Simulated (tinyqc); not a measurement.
CIS and TDHF on RHF in the 6-31g basis, for H2, spin multiplicity 1, step by step. One step of it, computed by the program tinyqc.

Task: CIS matrix, singlets. A(ia,jb) = (e_a - e_i) d_ij d_ab + 2 (ia|jb) - (ij|ab).

orbital energies (hartree): MO1 -0.523937, MO2 0.163437, MO3 0.911978, MO4 1.152558

Two-electron integrals over orbitals (pq|rs), unique and non-zero (hartree):
```
p,q,r,s,(pq|rs)
1,1,1,1,0.564822
2,1,2,1,0.108106
2,2,1,1,0.440073
2,2,2,2,0.401117
3,1,1,1,0.133214
3,1,2,2,0.068377
3,1,3,1,0.093669
3,2,2,1,0.010557
3,2,3,2,0.037489
3,3,1,1,0.502895
3,3,2,2,0.402416
3,3,3,1,0.118332
3,3,3,3,0.472674
4,1,2,1,-0.080448
4,1,3,2,-0.049132
4,1,4,1,0.109633
4,2,1,1,-0.136602
4,2,2,2,-0.072479
4,2,3,1,-0.080841
4,2,3,3,-0.118535
4,2,4,2,0.082233
4,3,2,1,-0.120173
4,3,3,2,-0.038048
4,3,4,1,0.124931
4,3,4,3,0.173486
4,4,1,1,0.566461
4,4,2,2,0.447792
4,4,3,1,0.169274
4,4,3,3,0.530323
4,4,4,2,-0.161949
4,4,4,4,0.627344
```

Give: CIS matrix A, singlet.

Result:

CIS matrix A, singlet (hartree), lower triangle:
```
,1>2,1>3,1>4
1>2,0.4635
1>3,0.0000,1.1204
1>4,-0.0243,0.0000,1.3293
```
